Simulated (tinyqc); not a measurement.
Fermi-Dirac statistics of conduction electrons, step by step. Values are carried at full precision from step to step, so a last printed digit may differ when a step is redone from the rounded ones.

Constants: hbar^2/2m0 = 3.80998211 eV angstrom^2; kB = 8.617333262e-05 eV/K; e^2/(4 pi eps0) = 14.39964547 eV angstrom.

Parameters, chosen for this exercise (near those of GaAs, lowest valleys alone; not measured data): m = 0.069 m0 (density-of-states mass of the conduction band); T = 300 K; n = 1.6e+17 1/cm^3 (electron density); eps = 12.6 (static dielectric constant); alpha = 0.61 1/eV (non-parabolicity).

## Reduced density

N = 2 (m kB T/(4 pi c))^(3/2) with c = hbar^2/2m0, in 1/angstrom^3; times 1e24 for 1/cm^3; u = n/Nc.

kT = 0.025852 eV
Nc = 4.5483e+17 1/cm^3
u = n/Nc = 0.351783

## Reduced Fermi level by five rules

F_j(eta) = (1/Gamma(j + 1)) integral_0^infinity x^j dx/(1 + exp(x - eta)), which tends to exp(eta) for eta << 0.

With u = n/Nc: Boltzmann eta = ln u; Joyce-Dixon eta = ln u + u/sqrt(8) - 4.95009e-3 u^2 + 1.48386e-4 u^3 - 4.42563e-6 u^4; Nilsson eta = ln u/(1 - u^2) + v/(1 + (0.24 + 1.08 v)^-2) with v = (3 sqrt(pi) u/4)^(2/3); fully degenerate limit eta = v; exact: F_1/2(eta) = u.

Find eta = (EF - Ec)/kT by each rule.

eta: Boltzmann -1.045, Joyce-Dixon -0.921, Nilsson -0.926, degenerate 0.602, exact -0.921

Against the exact value the errors are Boltzmann -0.124, Joyce-Dixon 0.000, Nilsson -0.005, degenerate limit +1.523 (in kT).

## Exact eta by Newton steps

Solve ln F_1/2(eta) = ln u from the Boltzmann value; dF_1/2/d eta = F_-1/2, so the step is -ln(F_1/2/u) F_1/2/F_-1/2. Stop below 1e-9.

Newton steps:

| step | eta | F_1/2 | F_-1/2 | step taken |
|---|---|---|---|---|
| 1 | -1.044742 | 0.314875 | 0.283580 | 0.123 |
| 2 | -0.921671 | 0.351564 | 0.313032 | 0.000697 |
| 3 | -0.920974 | 0.351783 | 0.313206 | 2.35e-08 |
| 4 | -0.920974 | 0.351783 | 0.313206 | 0 |

Converged in 4 steps.

## Mean energy, Einstein relation and screening

eta = -0.92097

Mean kinetic energy <E> = (3/2) kT F_3/2/F_1/2; D/mu = (kT/e) F_1/2/F_-1/2; dn/dEF = (Nc/kT) F_-1/2; screening length L = (4 pi (e^2/(4 pi eps0)) (dn/dEF)/eps)^(-1/2), with dn/dEF in 1/(angstrom^3 eV) (1/cm^3 = 1e-24/angstrom^3).

F_-1/2, F_1/2, F_3/2: 0.3132  0.3518  0.3735

<E> = 41.17 meV
D/mu = 29.04 mV
dn/dEF = 5.510e+18 1/(cm^3 eV)
L = 112.4 angstrom

EF lies within 2 kT of the edge. D/mu is 1.123 times kT/e and <E> is 1.062 times (3/2) kT; the Debye formula, with n/kT in place of dn/dEF, would give L = 106.1 angstrom.

## Fermi level in the non-parabolic band

Non-parabolic band E (1 + alpha E) = c k^2/m: n = Nc (2/sqrt(pi)) integral_0^infinity sqrt(x (1 + a x)) (1 + 2 a x) dx/(1 + exp(x - eta)) with a = alpha kT and eta = (EF - Ec)/kT; a = 0 gives n = Nc F_1/2(eta).

Solve for eta at the same n.

a = 0.01577
eta = -0.990
EF - Ec = -25.59 meV

The extra states lower EF by 1.78 meV against the parabolic band.

## Checks

- Non-parabolic integral at a = 0 against F_1/2(2): both 2.823721.
- F_1/2(40) against the Sommerfeld form (4/(3 sqrt(pi))) eta^(3/2) (1 + pi^2/(8 eta^2)): both 190.45.

Program tinyqc; command `OMP_NUM_THREADS=1 python tinyqc.py 1682285 1682286 out.jsonl`; about 0.01 s on one thread of a shared Intel(R) Xeon(R) Processor @ 2.30GHz.
